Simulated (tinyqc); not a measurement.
Valley-orbit splitting of a donor ground state, with strain: one step, computed by the program tinyqc. Command: `OMP_NUM_THREADS=1 python tinyqc.py 3003653 3003654 out.jsonl valleyorbit walk`. One thread of a shared host (Intel(R) Xeon(R) Processor @ 2.30GHz), about 0.01 s of CPU time with the checks.

The basis is the 1s envelope in each valley; energies are counted from the unstrained conduction-band edge. The strain is e_s (a a^T - 1/3) for the unit stress axis a, so valley j along n_j moves by Xi_u e_s w_j with w_j = (n_j.a)^2 - 1/3: +1/6 for x and y, -1/3 for z. The splitting at the zone boundary that a [110] shear adds for <100> valleys is left out.

Problem. Levels and ground state under strain. Diagonalise H; the ground vector has positive components. The density at the nucleus, and so the contact hyperfine coupling, scales as (sum_j c_j)^2/(number of valleys), which is 1 without strain; the envelopes are held fixed.

Valleys: six along <100>. Stress axis: [110].

H (meV), lower triangle (symmetric):
```
,+x,-x,+y,-y,+z,-z
+x,-35.046
-x,-1.550,-35.046
+y,-2.200,-2.200,-35.046
-y,-2.200,-2.200,-1.550,-35.046
+z,-2.200,-2.200,-2.200,-2.200,-37.038
-z,-2.200,-2.200,-2.200,-2.200,-1.550,-37.038
```

Give: levels; valley amplitudes of the ground state; hyperfine ratio A/A_0.

Solution.

levels (meV): [-46.130, -35.488, -33.496, -33.496, -33.454, -32.196]

valley amplitudes of the ground state: +x 0.38568, -x 0.38568, +y 0.38568, -y 0.38568, +z 0.45001, -z 0.45001

hyperfine ratio A/A_0 = 0.99448
